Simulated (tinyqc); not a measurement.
Correlation length: interface roughness in a thin film (subband fluctuation and scattering).

Square well of width t, barriers V0, c = hbar^2/2m0: E1 solves k t + 2 atan[(k/mz)/(kappa/mb)] = pi, k = sqrt(mz E/c), kappa = sqrt(mb (V0 - E)/c). One interface is rough, so the subband edge fluctuates by G dt with G = |dE1/dt| (central difference of 0.01 angstrom; 2 E1/t for hard walls).

Gaussian roughness spectrum S(q) = pi D^2 Lc^2 exp(-q^2 Lc^2/4). Degenerate gas, taken to fill one subband (the second starts to fill once c kF^2/md exceeds E2 - E1, which is not tested here): kF = sqrt(2 pi Ns/gv), q = 2 kF sin(theta/2), 1/tau = (md/(2 pi c hbar)) G^2 times the integral from 0 to pi of S(q)(1 - cos theta)/eps(q)^2 dtheta, eps(q) = 1 + qs/q with screening (qs = gv md q0/(c eps), q0 = e^2/(4 pi eps0), form factors left out, which overstates the screening; other scattering is left out too, so these values lie far above measured mobilities in all but the thinnest films) or 1 without; mobility = tau c2/md with c2 = e/m0 = 1.75882e15 cm^2/(V s^2); 1e12/cm^2 = 1e-4/angstrom^2.

Constants: hbar^2/2m0 = 3.80998211 eV angstrom^2; hbar = 6.58211957e-16 eV s; e^2/(4 pi eps0) = 14.39964547 eV angstrom.

Parameters, chosen for this exercise (near those of a thin InGaAs channel; the results hold for these values, not for the real material): t = 52 angstrom (film thickness); mz = 0.044 m0 (confinement mass); V0 = 1.93 eV (barrier); mb = 0.23 m0 (barrier mass); md = 0.045 m0 (mass in the plane); gv = 1 (valleys); D = 3.5 angstrom (rms height of the roughness); Ns = 0.41 x 1e12/cm^2 (sheet density); eps = 11.5 (mean dielectric constant at the channel); Ll = (4, 8, 14, 22, 35, 55, 90) angstrom (correlation lengths).

Fixed D; bare and screened mobility.

Results:
```
Lc (angstrom)  kF Lc  bare mobility (cm^2/(V s))  screened mobility (cm^2/(V s))
4               0.06                    5.96e+05                        1.44e+06
8               0.13                    1.50e+05                        3.64e+05
14              0.22                    5.04e+04                        1.22e+05
22              0.35                    2.16e+04                        5.24e+04
35              0.56                    9.80e+03                        2.40e+04
55              0.88                    5.52e+03                        1.39e+04
90              1.44                    4.79e+03                        1.31e+04
```

The bare mobility is lowest at Lc = 90 angstrom of those listed (kF Lc = 1.44), the end of the table. The screened mobility is lowest at Lc = 90 angstrom of those listed (kF Lc = 1.44), the end of the table. Short roughness averages out (mobility as 1/Lc^2; the first two rows give exponent -1.99), and long roughness deflects only by small angles (bare mobility rising as Lc; the last two rows give -0.29).

Computed by tinyqc, a small Python program: `OMP_NUM_THREADS=1 python tinyqc.py 1280852 1280853 out.jsonl` (the numbers bound the seed that draws the inputs); one thread of a shared host (Intel(R) Xeon(R) Processor @ 2.30GHz), about 0.02 s for the whole set of steps.
